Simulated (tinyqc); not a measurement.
# Vertical double-diffused power MOSFET, components of the on-resistance: effects of single changes

Stripe cells of pitch Wp + a, two channels a cell. Current flows through the channels, spreads in the accumulation layer, passes the gap between the p bodies and spreads at 45 degrees into the drift layer below them. Low drain voltage, full ionisation.

Parameters, values chosen for the exercise; bulk values close to those of gallium nitride:
- T = 300 K (temperature)
- eps_r = 9.27 (relative permittivity)
- Kc = 26600 V/cm per (cm^-3)^(1/8) (critical-field constant)
- BV = 900 V (rated breakdown voltage of the drift layer)
- mud = 923 cm^2/(V s) (drift mobility at 300 K)
- bt = 2.2 (temperature exponent of the drift mobility)
- tox = 51 nm (gate oxide thickness (eps_r 3.9))
- Vov = 6 V (gate overdrive)
- mch = 21 cm^2/(V s) (channel mobility)
- mac = 67 cm^2/(V s) (accumulation-layer mobility)
- Lc = 1 um (channel length)
- Wp = 3 um (width of the p body in one cell, channels included)
- a = 2.6 um (gap between neighbouring p bodies)
- xp = 1.4 um (depth of the p body)
- Nj = 3 (doping of the gap over the drift doping)
- Vbi = 3.16 V (built-in voltage of the body junction)
- Rs = 0.34 mohm cm^2 (substrate and contact resistance)

Constants: q = 1.602176634e-19 C, eps0 = 8.8541878128e-14 F/cm where lengths are in cm. Results are converted to the units shown.

Each table varies one quantity; the others keep the values above.

## On-resistance against the rated breakdown voltage of the drift layer

Triangular field at breakdown with Ec = Kc N^(1/8): BV = eps0 eps_r Ec^2/(2 q N), so N = (eps0 eps_r Kc^2/(2 q BV))^(4/3); W = 2 BV/Ec; mu = mud (T/300 K)^(-bt); rho = 1/(q mu N); ideal resistance rho W. Pitch p = Wp + a, Cox = 3.9 eps0/tox; zero-bias depletion in the gap w0 = sqrt(2 eps0 eps_r Vbi/(q N Nj)), open gap g = a - 2 w0; R_ch = Lc p/(2 mch Cox Vov); R_acc = 0.6 a p/(4 mac Cox Vov), 0.6 being an empirical factor for current leaving the layer along its length; R_gap = (rho/Nj) xp p/g; spreading depth t = min(W, (p - g)/2); R_drift = (rho p/2) ln((g + 2 t)/g) + rho (W - t); R_on = the sum with Rs.

The same in every row: R_ch (mohm cm^2) = 3.2820; R_acc (mohm cm^2) = 0.80239.

Result of one run:
```
BV (V)  R_gap (mohm cm^2)  R_drift (mohm cm^2)  R_on (mohm cm^2)  ideal (mohm cm^2)  largest term
800              0.026764              0.13977            4.5910            0.11928       channel
```

What becomes of these results when the rated breakdown voltage of the drift layer BV is changed from 800 to 3500 V, all else the same?

Result of the changed run:
```
BV (V)  R_gap (mohm cm^2)  R_drift (mohm cm^2)  R_on (mohm cm^2)  ideal (mohm cm^2)  largest term
3500              0.26879               5.0247            9.7179             4.7756         drift
```

The whole series:
```
BV (V)  R_gap (mohm cm^2)  R_drift (mohm cm^2)  R_on (mohm cm^2)  ideal (mohm cm^2)  largest term
300             0.0066868             0.015012            4.4461           0.010272       channel
490              0.013286             0.044759            4.4825           0.035023       channel
800              0.026764              0.13977            4.5910            0.11928       channel
1300             0.054722              0.44576            4.9249            0.40153       channel
2100              0.11469               1.4305            5.9697             1.3317       channel
3500              0.26879               5.0247            9.7179             4.7756         drift
5600              0.65936               16.104            21.188             15.464         drift
9200               2.3382               55.573            62.336             53.497         drift
```

R_on rises from 4.45 to 62.3 mohm cm^2. The channel term is the largest at BV = 300, the drift term from 3500 on. R_on is 433 times the ideal drift resistance in the first row and 1.17 times in the last. The ideal resistance goes as BV^(2.50), and R_on as BV^(2.17) between the last two rows.

## On-resistance against the width of the p body in one cell

Same model as above.

The same in every row: ideal (mohm cm^2) = 0.1601.

Results:
```
Wp (um)  R_ch (mohm cm^2)  R_acc (mohm cm^2)  R_gap (mohm cm^2)  R_drift (mohm cm^2)  R_on (mohm cm^2)  largest term
2.6                 3.048             0.7451            0.02949               0.1799             4.342       channel
3.3                 3.458             0.8454            0.03346               0.1886             4.865       channel
4.2                 3.985             0.9743            0.03857               0.2013             5.540       channel
5.3                 4.630              1.132            0.04481               0.2190             6.366       channel
8.7                 6.623              1.619            0.06409               0.2856             8.932       channel
11                  7.971              1.949            0.07713               0.3388             10.68       channel
14                  9.729              2.379            0.09415               0.4133             12.95       channel
```

Estimate the missing row, Wp = 6.8 um.

Computed row:
```
Wp (um)  R_ch (mohm cm^2)  R_acc (mohm cm^2)  R_gap (mohm cm^2)  R_drift (mohm cm^2)  R_on (mohm cm^2)  largest term
6.8                 5.509              1.347            0.05331               0.2464             7.496       channel
```

With this row back in the table: R_on rises from 4.34 to 13.0 mohm cm^2. The channel term is the largest at Wp = 2.6 and in all other rows. R_on is 27.1 times the ideal drift resistance in the first row and 80.9 times in the last.

tinyqc, about 0.01 s, one thread, Intel Xeon 2.30GHz (shared host): `OMP_NUM_THREADS=1 python tinyqc.py 2230005 2230006 out.jsonl`
